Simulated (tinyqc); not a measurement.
Electromigration in a confined line: Blech product, Korhonen stress evolution and Black's law: one step, computed by the program tinyqc.

The electron wind pushes atoms from the cathode (x = 0) to the anode (x = L); blocking ends build a back stress (tension positive). The input rho is taken not to change with temperature. d sigma/dt = d/dx [kappa (d sigma/dx + G)], with zero flux at both ends and sigma = sigma_0 at t = 0.

Question. Extrapolation by Black's law. Median life t50 = A j^(-n) exp(E/(k_B T)); acceleration factor = t50(use)/t50(test) = (j/j_u)^n exp[(E/k_B)(1/T_u - 1/T)]. Temperatures in kelvin are T(C) + 273.15.

Inputs (values chosen for the exercise, close to those used for copper lines):

| quantity | value | unit |
|---|---|---|
| activation energy E | 0.845 | eV |
| current density j | 5.7 | MA/cm^2 |
| test temperature T | 210 | C |
| use temperature T_u | 125 | C |
| use current density j_u | 0.53 | MA/cm^2 |
| current exponent n | 1 | - |

Start: thermal stress.

Constants: k_B = 8.617333262e-05 eV/K.

Give: current factor; temperature factor; acceleration factor.

Answer.

current factor = 10.75

temperature factor = 76.16

acceleration factor = 819.1
